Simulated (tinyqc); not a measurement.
Worked calculation: lattice vibrations of a chain. Computed by tinyqc, a small Python program that keeps every step. Command: `OMP_NUM_THREADS=1 python tinyqc.py 22803 22804 out.jsonl` (the two numbers bound the seeds that draw the settings). One thread of a shared host (Intel(R) Xeon(R) Processor @ 2.60GHz), about 0.01 s of CPU time with the checks.

## Dynamical matrix at q = 0.24

A chain moving along its axis:
```
atom,mass (u),spring to the next atom (eV/angstrom^2)
1,89.20000,3.80000
2,50.00000,27.20000
3,5.50000,2.80000
```

q is in units of 2 pi/a. A spring k from atom i to atom j, n cells on, adds k to Phi_ii and Phi_jj, -k exp(2 pi i q n) to Phi_ij and the conjugate to Phi_ji (for one atom a cell: 2k (1 - cos 2 pi q n)); D_ij = Phi_ij / sqrt(m_i m_j).

D(q) (eV/(angstrom^2 u)), lower triangle (Hermitian):
```
,1,2,3
1,0.07399
2,-0.05690,0.62000
3,-0.00794-0.12616i,-1.64022,5.45455
```

## Frequencies

omega^2 are the eigenvalues; wavenumber = 521.4708 sqrt(eigenvalue) 1/cm.

eigenvalues: 0.02247  0.16508  5.96098

wavenumbers (1/cm): 78.2  211.9  1273.2

weights |e|^2 of the mass-weighted modes:
```
,mode 1,mode 2,mode 3
atom 1,0.65590,0.34368,0.00042
atom 2,0.31157,0.60227,0.08616
atom 3,0.03253,0.05405,0.91342
```

## Dispersion and heat capacity

C/k_B per atom = mean over q = (j + 1/2)/80, j = 0..39 and all branches of y^2 e^y/(e^y - 1)^2, y = hc wavenumber / k_B T.

Wavenumbers (1/cm):
```
q,branch 1,branch 2,branch 3
0.00000,0.00000,226.22453,1273.10849
0.06250,20.95985,225.21996,1273.11406
0.12500,41.66659,222.23144,1273.12994
0.18750,61.85059,217.34058,1273.15370
0.25000,81.19675,210.70872,1273.18172
0.31250,99.27539,202.64289,1273.20973
0.37500,115.34594,193.79008,1273.23348
0.43750,127.76340,185.72937,1273.24934
0.50000,132.89669,182.05265,1273.25491
```

Heat capacity:
```
T (K),C/k_B per atom
20,0.09308
50,0.25078
100,0.46114
200,0.60318
300,0.66334
600,0.82021
1200,0.94014
```

zero-point energy per atom = 32.19340 meV
